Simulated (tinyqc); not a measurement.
Charge control and current of a heterostructure field-effect transistor: one step, computed by the program tinyqc. Command: `OMP_NUM_THREADS=1 python tinyqc.py 3030377 3030378 out.jsonl hemt walk`. One thread of a shared host (Intel(R) Xeon(R) Processor @ 2.30GHz), about 0.01 s of CPU time with the checks.

Two subbands in a triangular well; E_F is counted from the conduction band edge of the channel at the interface.

Task: Levels and gate capacitance. Charge control: n_s = C_b (V_G - V_T - E_F/e)/e. Well: mean field F = e n_s/(2 eps eps_0), E_i = (hbar^2/2m)^(1/3) [(3 pi e F/2)(i + 3/4)]^(2/3), i = 0, 1; n_s = D k_B T sum_i ln(1 + exp((E_F - E_i)/k_B T)), D = m/(pi hbar^2), which is solved in closed form for E_F. C_g = e dn_s/dV_G = 1/(1/C_b + 1/C_q), 1/C_q = d(E_F/e)/d(e n_s) by a central difference of +/- 0.1 % in n_s; added distance dd = eps eps_0/C_q.

Inputs (values chosen for the exercise, modelled on AlGaAs/GaAs):
```
quantity,value,unit
channel mass m,0.067,m_0
permittivity eps (barrier and channel),12.7,-
conduction band offset dE_c,0.13,eV
temperature T,400,K
spacer between delta layer and channel,3.7,nm
```

Charge source: delta doping. Velocity law: smooth.

sheet density n_s = 2.825171e+12 1/cm^2

barrier capacitance C_b = 0.4497927 microfarad/cm^2

Constants: k_B = 8.617333262e-05 eV/K; e = 1.602176634e-19 C; eps_0 = 8.8541878128e-12 F/m; hbar = 1.054571817e-34 J s; m_0 = 9.1093837015e-31 kg; k_B = 1.380649e-23 J/K.

Give: E_0; E_1; E_F; share in the second subband; gate capacitance C_g; added distance dd.

Result:

E_0 = 142.2 meV

E_1 = 250.2 meV

E_F = 226.3 meV

share in the second subband = 13.84 %

gate capacitance C_g = 0.3769 microfarad/cm^2

added distance dd = 4.833 nm

C_g is 84 % of C_b: the finite density of states and the rise of E_0 act as 4.8 nm of extra barrier. Caution: E_F lies above the conduction band minimum of the barrier, so electrons would spill into the barrier.
